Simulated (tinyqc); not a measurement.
Temperature and isotope dependence of a band gap in oscillator models: sweeps and comparisons. A value that a table varies takes the place of the one given here.

E(T) = E0 - sum_i sl_i th_i n_i(T), n = 1/(exp(th/T) - 1). The same coupling lowers the gap at 0 K by the zero-point term ZP = sum_i sl_i th_i/2, so the gap of the static lattice is E0 + ZP. Thermal expansion is taken as part of the slopes.

Two-parameter forms are made to pass through the falls at the two temperatures T12: Varshni aV T^2/(T + bV), from the line T^2/fall = (T + bV)/aV; one oscillator s1 t1/(exp(t1/T) - 1), with t1 from the ratio of the falls.

Constants: kB = 8.617333262e-05 eV/K; hbar^2/2m0 = 3.80998211 eV angstrom^2.

Parameters, chosen for this exercise (near those of SiC; not measured data): E0 = 3.284 eV (gap at 0 K); th = (347, 974) K (temperatures of two oscillators); sl = (0.207, 0.298) meV/K (their high-temperature slopes); T12 = (530, 1120) K (temperatures of the fits); mm = 0.87 m0 (geometric mean of the density-of-states masses); T = 600 K (temperature).

## How far the fits carry

Falls of the gap from E0, and errors of the two fits against the model.

Results:

| T (K) | fall (meV) | Varshni - model (meV) | one oscillator - model (meV) | fall/ZP |
|---|---|---|---|---|
| 20 | 0.00 | 0.31 | 0.00 | 0.000 |
| 50 | 0.07 | 1.80 | -0.07 | 0.000 |
| 100 | 2.32 | 4.74 | -1.86 | 0.013 |
| 200 | 17.63 | 7.70 | -4.87 | 0.097 |
| 300 | 44.71 | 6.94 | -3.55 | 0.247 |
| 400 | 79.88 | 4.08 | -1.67 | 0.441 |
| 600 | 163.04 | -1.76 | 0.53 | 0.901 |
| 800 | 254.29 | -4.14 | 1.02 | 1.405 |

Below the first fit point the largest errors are +7.70 meV (Varshni, 200 K, on a fall of 17.63 meV) and -4.87 meV (one oscillator, 200 K); a T^2 law cannot freeze out; a single oscillator misses the soft modes. No row lies well beyond the second fit point, so the table does not test extrapolation to high T. The thermal fall equals ZP between 600 and 800 K.

## What the shift does to the intrinsic density

ni = 2 (mm kT/(4 pi c))^(3/2) exp(-E/2kT), c = hbar^2/2m0, with E(T) and with E0; 1 angstrom^-3 = 1e24 cm^-3. Apparent gap from an Arrhenius plot of ni/T^(3/2): E(T) - T dE/dT, dE/dT = -sum sl_i (th_i/T)^2 n_i (1 + n_i).

Results:

| T (K) | E(T) (eV) | ni (cm^-3) | ni with E(T) / ni with E0 | apparent gap (eV) |
|---|---|---|---|---|
| 200 | 3.2664 | 7.77e-23 | 1.668 | 3.3098 |
| 250 | 3.2541 | 2.46e-14 | 2.002 | 3.3222 |
| 300 | 3.2393 | 1.26e-08 | 2.374 | 3.3346 |
| 350 | 3.2225 | 0.000162 | 2.773 | 3.3461 |
| 400 | 3.2041 | 0.205 | 3.186 | 3.3563 |
| 500 | 3.1640 | 4.96e+03 | 4.023 | 3.3731 |
| 700 | 3.0760 | 6.14e+08 | 5.609 | 3.3959 |

Using E0 in place of E(T) understates ni by a factor that rises from 1.67 to 5.61, towards exp(sum sl/2kB) = 18.7. The slope of an Arrhenius plot returns neither E(T) nor E0 but the intercept of the tangent, 3.3346 eV at 300 K, which lies 51 meV above E0 and tends to the static gap 3.4650 eV.

## What each parameter does

Gap at T, slope -sum sl_i (th_i/T)^2 n_i (1 + n_i) and ZP. Each row changes one parameter from the base and keeps the others.

Results:

| case | E(T) (eV) | dE/dT (meV/K) | ZP (meV) |
|---|---|---|---|
| base | 3.1210 | -0.4417 | 181.04 |
| T = 640 K | 3.1031 | -0.4486 | 181.04 |
| E0 = 3.294 eV | 3.1310 | -0.4417 | 181.04 |
| th = (347, 1168) K | 3.1343 | -0.4207 | 209.95 |
| sl = (0.2691, 0.298) meV/K | 3.0934 | -0.5021 | 191.81 |

The largest shifts from the base row, up to three for each result and ties (the steps differ in size, so this ranks the rows, not the parameters). E(T) (eV): sl -0.0275, T -0.0178, th +0.0134. dE/dT (meV/K): sl -0.0604, th +0.0210, T -0.0069; unchanged at the printed digits by E0. ZP (meV): th +28.91, sl +10.77; unchanged at the printed digits by T and E0.

tinyqc: `OMP_NUM_THREADS=1 python tinyqc.py 1850333 1850334 out.jsonl`; about 0.01 s, one thread, shared Intel(R) Xeon(R) Processor @ 2.30GHz.
